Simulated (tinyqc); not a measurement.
## Bandgap voltage reference from two bipolar transistors: effect of the output resistor at T0

Two transistors of area 1 and N carry the same current I. Is(T) = Is (T/T0)^eta exp[(Vg0 q/kB)(1/T0 - 1/T)], VBE1 = Vt ln(I/Is(T)) + I rb, VBE2 = Vt ln(I/(N Is(T))) + I rb/N. The amplifier forces I R1(T) = VBE1 - VBE2 + Vos, with R(T) = R (1 + tc (T - T0)) for both resistors, and the output is Vref = VBE1 + I R2(T). Base currents and the Early effect are neglected.

Vt = kB T/q; I = (Vt ln N + Vos)/(R1(T) - rb (1 - 1/N)). Box coefficient: span of Vref between 233 and 398 K over its average over T and over 165 K. The last column is the R2 that gives zero slope at T0.

Values chosen for this exercise; values of the order met in silicon bipolar transistors:
```
symbol,value,unit,meaning
T0,300,K,reference temperature
Vg0,1.174,V,band-gap voltage extrapolated to 0 K
eta,3.4,,temperature exponent of the saturation current
Is,5.9e-18,A,saturation current of the unit transistor at T0
N,8,,area ratio of the second transistor
R1,2.9,kohm,"resistor across which the difference of VBE falls, at T0"
tc,-1500,ppm/K,temperature coefficient of both resistors
Vos,0,mV,offset of the amplifier
rb,23,ohm,series resistance of the unit transistor
```

Constants: q = 1.602176634e-19 C, kB = 1.380649e-23 J/K. Results are converted to the units shown.

Results:

| R2 (kohm) | I at T0 (uA) | Vref at T0 (V) | slope at T0 (uV/K) | box coefficient (ppm/K) | R2 for zero slope (kohm) |
|---|---|---|---|---|---|
| 23.56 | 18.67 | 1.184 | -128.1 | 109.2 | 25.61 |
| 24.33 | 18.67 | 1.199 | -80.08 | 67.64 | 25.61 |
| 25.61 | 18.67 | 1.223 | -0.1863 | 5.162 | 25.61 |
| 26.13 | 18.67 | 1.232 | 32.27 | 25.52 | 25.61 |
| 26.89 | 18.67 | 1.246 | 79.71 | 63.27 | 25.61 |
| 27.66 | 18.67 | 1.261 | 127.8 | 100.6 | 25.61 |

Estimate the missing row, R2 = 25.1 kohm.

Computed row:

| R2 (kohm) | I at T0 (uA) | Vref at T0 (V) | slope at T0 (uV/K) | box coefficient (ppm/K) | R2 for zero slope (kohm) |
|---|---|---|---|---|---|
| 25.1 | 18.67 | 1.213 | -32.02 | 27.12 | 25.61 |

With this row back in the table: As R2 goes from 23.56 to 27.66, Vref rises from 1.184 to 1.261 V and the box coefficient goes from 109 through a minimum of 5.16 (at R2 = 25.61 among the rows listed) to 101 ppm/K. One per cent in R2 moves the slope by 16.0 uV/K.

Computed by the program tinyqc: `OMP_NUM_THREADS=1 python tinyqc.py 2062208 2062209 out.jsonl`, one thread of a shared Intel Xeon 2.30GHz, about 0.03 s for the whole run.
